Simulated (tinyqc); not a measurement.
# Input admittance of a MOSFET at zero drain bias: distributed channel and distributed gate: effects of single changes

Source and drain grounded, strong inversion, w = 2 pi f, Cox = eps0 eox/tox. The channel is an RC line of resistance 1/(mu Cox Vo) per square fed from both ends, so one finger has the intrinsic admittance y = i w Cox L tanh(g)/g per width, g = (1/2) sqrt(i w tau), tau = L^2/(mu Vo). The vertical resistance rv/L is in series with y, the overlaps 2 i w Cov in parallel: y_t = 1/(1/y + rv/L) + 2 i w Cov. The gate strip is a line of Rsh/L per length loaded by y_t, so a finger has Y = y_t Wf tanh(k)/k, k = (Wf/sd) sqrt(y_t Rsh/L); the device has Nf Y.

Inputs (values chosen for the exercise); values of the order met in silicon radio-frequency transistors: relative permittivity of the gate insulator (close to silicon dioxide) eox = 3.9; insulator thickness tox = 3 nm; channel length L = 0.3 um; finger width Wf = 0.58 um; number of fingers Nf = 4; channel mobility mu = 410 cm^2/(V s); gate overdrive Vo = 0.25 V; sheet resistance of the gate Rsh = 7.9 ohm/square; vertical resistivity of the gate stack rv = 0 ohm um^2; number of ends at which a finger is contacted sd = 1; overlap and fringe capacitance on each side Cov = 0.3 fF/um; frequency f = 26 GHz.

Constants: eps0 = 8.8541878128e-14 F/cm where lengths are in cm. Results are converted to the units shown.

Each table varies one quantity; the others keep the values above.

## Input impedance against frequency

Low-frequency limits, with c = Cox L and ct = c + 2 Cov: R_strip = Rsh Wf/(3 sd^2 L Nf), R_ch = (c/ct)^2 L/(12 mu Cox Vo Wf Nf), R_vert = (c/ct)^2 rv/(L Wf Nf), C = ct Wf Nf. Z = 1/(Nf Y) = R + 1/(i w C), Q = |Im Z|/R, far-point signal |1/cosh k|.

The same in every row: low-frequency R (ohm) = 67.568.

Input impedance against frequency:
```
f (GHz)     w tau        |k|  R (ohm)  C (fF)       Q  signal at the far point
0.3      0.016551  0.0082267   67.568  9.4033  834.99                   1.0000
0.6      0.033102   0.011634   67.568  9.4032  417.50                   1.0000
2         0.11034   0.021241   67.567  9.4030  125.25                   1.0000
4         0.22068   0.030036   67.565  9.4023  62.633                  0.99999
9         0.49652   0.045034   67.552  9.3985  27.854                  0.99996
20         1.1034   0.066985   67.490  9.3798  12.571                  0.99982
50         2.7585    0.10445   67.087  9.2594  5.1242                  0.99897
100        5.5169    0.14149   65.696  8.8659  2.7325                  0.99660
300        16.551    0.19874   54.327  6.5645  1.4876                  0.98917
```

What does the table show?

R falls from 67.6 to 54.3 ohm and C falls from 9.40 to 6.56 fF. Q goes as f^(-1.00) between the first two rows and f^(-0.55) between the last two, where w tau = 16.6 and |k| = 0.199. The low-frequency limits hold both R and C within 5 % up to f = 50 GHz among the rows.

## Effect of the gate overdrive

Same model as above.

Effect of the gate overdrive:
```
Vo (V)    w tau       |k|  R (ohm)  low-frequency R (ohm)  C (fF)       Q  signal at the far point
0.2      1.7930  0.076035   83.887                 84.142  9.3416  7.8114                  0.99964
0.35     1.0246  0.076404   48.579                 48.626  9.3830  13.429                  0.99979
0.5     0.71720  0.076497   34.404                 34.420  9.3933  18.942                  0.99985
0.65    0.55169  0.076533   26.763                 26.771  9.3974  24.339                  0.99988
0.8     0.44825  0.076551   21.986                 21.990  9.3994  29.621                  0.99990
0.95    0.37748  0.076562   18.716                 18.719  9.4005  34.791                  0.99992
1.1     0.32600  0.076568   16.338                 16.340  9.4012  39.853                  0.99993
1.25    0.28688  0.076572   14.531                 14.532  9.4017  44.808                  0.99994
```

What does the table show?

As Vo goes from 0.2 to 1.25, R falls from 83.9 to 14.5 ohm, C rises from 9.34 to 9.40 fF and Q rises from 7.81 to 44.8. Only the channel term depends on Vo.

Program tinyqc, `OMP_NUM_THREADS=1 python tinyqc.py 2262195 2262196 out.jsonl`; Intel Xeon 2.30GHz, shared host, one thread, about 0.01 s.
